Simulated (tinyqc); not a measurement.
Inside a calculation. Model: lossy on-chip transmission line with skin effect.

Program tinyqc, `OMP_NUM_THREADS=1 python tinyqc.py 2810186 2810187 out.jsonl`; Intel Xeon 2.30GHz, shared host, one thread, about 0.01 s. Printed values are rounded.

A uniform line in a homogeneous dielectric: c = sqrt(er)/(c0 Z0), l = Z0 sqrt(er)/c0 (c0 = 299792458 m/s), g = w c td, w = 2 pi f. The resistance joins its limits as r = sqrt(r_dc^2 + r_hf^2), with r_dc = rho/(wd th), r_hf = kr rho/(2 delta (wd + th)), delta = sqrt(rho/(pi f mu0)), mu0 = 4 pi 1e-7 H/m; this is an interpolation, and internal inductance, up to 0.05 nH/mm at low frequency, is neglected.

Values chosen for this exercise:
- wd = 0.62 um (width of the strip)
- th = 0.62 um (thickness of the strip)
- rho = 2.2 uohm cm (resistivity)
- er = 2.7 (relative permittivity)
- td = 0.005 (loss tangent)
- Z0 = 50 ohm (lossless impedance sqrt(l/c))
- kr = 2 (factor for crowding and the return path)
- len = 0.76 mm (length)
- Rg = 10 ohm (source resistance)
- RL = 100 ohm (load resistance)
- CL = 100 fF (load capacitance)
- f = 4.9 GHz (frequency)

## Line constants

delta, r_dc, r_hf, r, l, c and g as defined.

delta = 1.06643 um
r_dc = 57.2320 ohm/mm
r_hf = 16.6367 ohm/mm
r = 59.6011 ohm/mm
l = 0.274051 nH/mm
c = 109.620 pF/m
g = 0.0168747 S/m

r is 1.04 times r_dc; the skin depth is 1.72 of the thickness.

## Propagation constant and impedance

gamma = sqrt((r + i w l)(g + i w c)) = alpha + i beta, Zc = sqrt((r + i w l)/(g + i w c)), roots with positive real part; loss 8.685889638 alpha in dB; phase velocity w/beta.

gamma len = 0.225253+0.258080i
Zc = 101.054-87.314i ohm
loss = 2.57437 dB/mm
phase velocity over c0 = 0.302422
r/(w l) = 7.06394

r exceeds w l, so the line behaves mainly as an RC line at this frequency.

## Reflection, input impedance and transfer

ZL = 1/(1/RL + i w CL); reflection (ZL - Zc)/(ZL + Zc); Zin = Zc (ZL + Zc tanh(gamma len))/(Zc + ZL tanh(gamma len)); H = V_load/V_source = [Zin/(Zin + Rg)]/[cosh(gamma len) + (Zc/ZL) sinh(gamma len)].

ZL = 91.3419-28.1220i ohm
reflection at the load = -0.172849+0.203949i
Zin = 116.590-46.637i ohm
H = 0.629338-0.137472i
|H| = -3.81989 dB
